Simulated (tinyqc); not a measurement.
# Changing the net doping N

Model: two-band model of a narrow-gap semiconductor with electrons and holes. Computed by tinyqc, a small Python program. Command: `OMP_NUM_THREADS=1 python tinyqc.py 3021828 3021829 out.jsonl bipolar sweep`. One thread of a shared host (Intel(R) Xeon(R) Processor @ 2.30GHz), about 0.1 s of CPU time with the checks.

Two parabolic bands with acoustic scattering (r = -1/2, a = 0), a gap that does not change with T, and fully ionised dopants. Melting is ignored, so values above the melting point are formal, and kappa_L does not change with T. eta_n = (E_F - E_c)/(k_B T), eta_p = -eta_n - E_g/(k_B T).

Inputs (values chosen for the exercise, for a model material):
```
quantity                              value        unit
electron mass m_n                      0.84         m_0
hole mass m_p                          0.33         m_0
electron mobility parameter mu_300,n    410  cm^2/(V s)
hole mobility parameter mu_300,p       1800  cm^2/(V s)
temperature exponent p                  1.5           -
band gap E_g                           0.61          eV
lattice thermal conductivity kappa_L   0.47     W/(m K)
temperature T                           850           K
```

Doping: p-type.

Constants: k_B = 8.617333262e-05 eV/K; m_0 = 9.1093837015e-31 kg; k_B = 1.380649e-23 J/K; hbar = 1.054571817e-34 J s; e = 1.602176634e-19 C.

Method:
- With x = E/(k_B T), a = alpha k_B T (0 for a parabolic band), G = x (1 + a x), D = 1 + 2 a x and <y> = int y f (1 - f) dx, f = 1/(1 + exp(x - eta)): tau = tau_0 G^r/D; transport function s = G^(3/2 + r)/D^2; n = N_0 <G^(3/2)> with N_0 = (2 m k_B T)^(3/2)/(3 pi^2 hbar^3).
- Integrals over x = E/(k_B T) use 160 Gauss-Legendre points in u = sqrt(x) from 0 to sqrt(max(eta, 0) + 32).
- Neutrality: p - n = N, with n = N_0(m_n) <x^(3/2)> at eta_n and p = N_0(m_p) <x^(3/2)> at eta_p.
- sigma = e mu_0 N_0 <s> with mu_0 = e tau_0/m = mu_300 (T/300 K)^(-p); |S| = (k_B/e)(<x s>/<s> - eta); Lorenz number L = (k_B/e)^2 (<x^2 s>/<s> - (<x s>/<s>)^2); kappa_e = L sigma T; zT = S^2 sigma T/(kappa_L + kappa_e).
- Hall factor r_H = <x^(3/2)> <x^(1/2)>/<s>^2.
- Both bands together (these totals replace the one-band zT): sigma = sigma_n + sigma_p; S = (sigma_p |S_p| - sigma_n |S_n|)/sigma; kappa_bip = (sigma_n sigma_p/sigma)(|S_n| + |S_p|)^2 T; kappa_e = (L_n sigma_n + L_p sigma_p) T; zT = S^2 sigma T/(kappa_L + kappa_e + kappa_bip); weak-field R_H = (r_p sigma_p^2/p - r_n sigma_n^2/n)/(e sigma^2), where the Hall factors r_n and r_p are <x^(3/2)> <x^(1/2)>/<s>^2.

One run for each value; columns: (1) net doping N (1/cm^3); (2) Seebeck coefficient S (microvolt/K); (3) zT; (4) bipolar thermal conductivity (W/(m K)); (5) conductivity sigma (S/cm); (6) Hall coefficient R_H (cm^3/C):
```
(1)          (2)     (3)      (4)     (5)     (6)
7.60e+14  273.95  0.2295  0.57206   39.28  6.5276
2.10e+15  274.17  0.2301  0.57171   39.31  6.5267
5.60e+15  274.76  0.2316  0.57082   39.37  6.5243
1.50e+16  276.31  0.2357  0.56841   39.53  6.5175
4.20e+16  280.66  0.2476  0.56148   40.01  6.4958
1.10e+17  290.97  0.2787  0.54388   41.29  6.4274
3.10e+17  315.99  0.3789  0.49225   45.54  6.1324
8.40e+17  350.27  0.6828  0.37104   60.06  5.0408
2.30e+18  345.04  1.4257  0.19170  113.72  2.8138
```

Over the rows, Seebeck coefficient S (microvolt/K) goes from 274 through a maximum among these rows, 350 at 8.40e17, to 345; zT rises from 0.230 to 1.43 (exponent d ln y / d ln x 0.0025 between the first rows and 0.73 between the last); bipolar thermal conductivity (W/(m K)) falls from 0.572 to 0.192 (exponent d ln y / d ln x -5.9e-4 between the first rows and -0.66 between the last). Heavier doping suppresses the minority band but lowers the single-band |S|; only doping far below the intrinsic density gives the intrinsic values.

Extremes, crossings and ranges named in words are read from the listed rows.
